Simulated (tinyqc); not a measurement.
Worked calculation: Hall factor, magnetoresistance and optical conductivity for a power-law relaxation time. Computed by tinyqc, a small Python program that keeps every step. Command: `OMP_NUM_THREADS=1 python tinyqc.py 3008773 3008774 out.jsonl magneto walk`. One thread of a shared host (Intel(R) Xeon(R) Processor @ 2.30GHz), about 0.01 s of CPU time with the checks. Intermediate numbers are printed to about 6 digits and carried at full precision; extremes and crossings named in words are read from the listed rows.

One spherical parabolic band, tau(E) = tau_0 x^s with x = E/(k_B T). Landau quantisation is left out.

Inputs (values chosen for the exercise, with a mass close to that of electrons in InAs):
```
quantity,value,unit
effective mass m,0.023,m_0
exponent s,-0.5,-
tau_0,42,fs
reduced Fermi level eta,7.8,-
temperature T,150,K
magnetic field B,0.33,T
frequency f,2.3,THz
background permittivity eps_inf,10.9,-
```

Constants: m_0 = 9.1093837015e-31 kg; k_B = 1.380649e-23 J/K; hbar = 1.054571817e-34 J s; e = 1.602176634e-19 C; eps_0 = 8.8541878128e-12 F/m; c = 299792458 m/s.

## Density and moments of tau

<y> = int y x^(3/2) f (1 - f) dx / int x^(3/2) f (1 - f) dx, f = 1/(1 + exp(x - eta)). Integrals over x = E/(k_B T) use 160 Gauss-Legendre points in u = sqrt(x) from 0 to sqrt(max(eta, 0) + 45). n = (2 m k_B T)^(3/2)/(3 pi^2 hbar^3) int x^(3/2) f (1 - f) dx; moments in units of tau_0.

density n = 5.17598e+17 1/cm^3

<tau>/tau_0 = 0.350839

<tau^2>/tau_0^2 = 0.124681

<tau^3>/tau_0^3 = 0.0449585

<1/tau> tau_0 = 2.88433

## Limits

mu = e <tau>/m; weak field r_H = <tau^2>/<tau>^2 and MR = c (mu B)^2, c = <tau^3>/<tau>^3 - r_H^2; strong field r_H = 1 and MR = <tau> <1/tau> - 1.

drift mobility mu = 1126.81 cm^2/(V s)

weak-field Hall factor = 1.01294

coefficient c = 0.0150370

saturation MR = 1.19337 %

For a classical gas r_H = Gamma(5/2) Gamma(5/2 + 2s)/Gamma(5/2 + s)^2 = 1.1781; degeneracy narrows the energy window and pulls it towards 1.

## At the given field

With w_c = e B/m: sigma_xx = (n e^2/m) <tau/(1 + w_c^2 tau^2)>, sigma_xy = (n e^2/m) <w_c tau^2/(1 + w_c^2 tau^2)>; r_H = (n e/B) sigma_xy/(sigma_xx^2 + sigma_xy^2); MR = sigma_0 sigma_xx/(sigma_xx^2 + sigma_xy^2) - 1, sigma_0 = n e^2 <tau>/m.

mu B = 0.0371847

sigma_xx = 93.3101 S/cm

|sigma_xy| = 3.51445 S/cm

Hall factor r_H = 1.01292

magnetoresistance MR = 0.00207197 %

## Field dependence

The formulas are those given above.

Against the field:
```
B (T),mu B,r_H,MR (%)
0.27,3.04238e-02,1.01293,1.38850e-03
0.89,1.00286e-01,1.01275,1.48084e-02
2.7,3.04238e-01,1.01148,1.20083e-01
5.3,5.97209e-01,1.00886,3.47927e-01
8.9,1.00286e+00,1.00581,6.27960e-01
18,2.02826e+00,1.00225,9.69873e-01
35,3.94383e+00,1.00070,1.12356e+00
89,1.00286e+01,1.00011,1.18193e+00
350,3.94383e+01,1.00001,1.19262e+00
```

r_H falls from 1.013 to 1.000, so a strong-field measurement gives n directly (though the highest fields listed exceed the roughly 100 T that non-destructive magnets reach); half of the fall is done between 0.597 and 1.00 in mu B. MR starts as B^1.98 and reaches 100 % of its saturation value in the last row. It arises only because carriers of different energy have different Hall angles, which one Hall field cannot cancel. Above 8.9 T hbar w_c exceeds k_B T and mu B exceeds 1, and Landau quantisation replaces this picture.

## Response at frequency f

sigma(w) = (n e^2/m) <tau/(1 - i w tau)>, w = 2 pi f; eps = eps_inf + i sigma/(eps_0 w); N = sqrt(eps); absorption coefficient 2 w Im N/c; reflectivity |(N - 1)/(N + 1)|^2; plasma frequency sqrt(n e^2/(eps_inf eps_0 m))/(2 pi).

sigma(w) = 89.2450+19.2231i S/cm

permittivity = -4.1234+69.7473i

refractive index = 5.73349+6.08245i

absorption coefficient = 5864.02 1/cm

reflectivity = 0.721459

plasma frequency = 12.9012 THz

w <tau> = 0.21 and f/f_p = 0.178. Here the real part of eps is negative and the sample reflects like a metal.

Checks made by the program: <tau> against adaptive quadrature (relative difference below 1e-10).
